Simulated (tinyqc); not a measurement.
Worked calculation: lattice vibrations of a chain. One step of it, computed by the program tinyqc.

Task: Frequencies. omega^2 are the eigenvalues; wavenumber = 521.4708 sqrt(eigenvalue) 1/cm.

D(q) (eV/(angstrom^2 u)):
```
[[2.373737, -0.414388, 0.000000, -0.324074+0.205664i],
 [-0.414388, 0.241728, -0.131907, 0.000000],
 [0.000000, -0.131907, 0.205399, -0.063436],
 [-0.324074-0.205664i, 0.000000, -0.063436, 0.218750]]
```

Give: eigenvalues; wavenumbers; weights |e|^2 of the mass-weighted modes.

Result:

eigenvalues: [0.003, 0.202, 0.321, 2.514]

wavenumbers (1/cm): [26.3, 234.4, 295.5, 826.8]

weights |e|^2 of the mass-weighted modes, order atom 1, atom 2, atom 3, atom 4:
```
[[0.036, 0.008, 0.014, 0.942],
 [0.405, 0.166, 0.398, 0.032],
 [0.315, 0.133, 0.552, 0.000],
 [0.244, 0.693, 0.036, 0.026]]
```
